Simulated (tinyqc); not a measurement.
# Dose and depth of a threshold implant

Question. A sheet of D acceptors per cm^2 lies at depth xi inside the depleted layer of a body doped Na. In the depletion approximation VT = Vfb + f2 + q D/Cox + gamma sqrt(f2 + Vsb - q D xi/(eps0 eps_r)), gamma = sqrt(2 eps0 eps_r q Na)/Cox, Cox = eps0 eox/tox. Find gamma, D and xi.

Parameters, values chosen for the exercise; band and dielectric values close to those of silicon:

| symbol | value | unit | meaning |
|---|---|---|---|
| eps_r | 11.9 |  | relative permittivity |
| Na | 1.3e18 | cm^-3 | acceptor density deep in the body |
| eox | 24.6 |  | relative permittivity of the gate insulator (close to zirconium oxide) |
| tox | 25 | nm | insulator thickness |
| Vfb | -0.62 | V | flat-band voltage |
| f2 | 0.923 | V | band bending 2 phiF at threshold |

Constants: q = 1.602176634e-19 C, eps0 = 8.8541878128e-14 F/cm where lengths are in cm. Results are converted to the units shown.

VT against the source at Vsb = 0 and 2.7 V (V): 1.2323840  1.9695539

Answer. With y^2 = f2 - q D xi/(eps0 eps_r) and d the difference of the thresholds over gamma, sqrt(y^2 + Vsb) - y = d gives y = (Vsb - d^2)/(2 d). The first threshold then gives D, and y^2 gives xi.

gamma = 0.760 V^0.5
D = 1.30e12 cm^-2
xi = 5.00 nm

Computed by the program tinyqc: `OMP_NUM_THREADS=1 python tinyqc.py 2080040 2080041 out.jsonl`, one thread of a shared Intel Xeon 2.30GHz, about 0.4 s for the whole run.
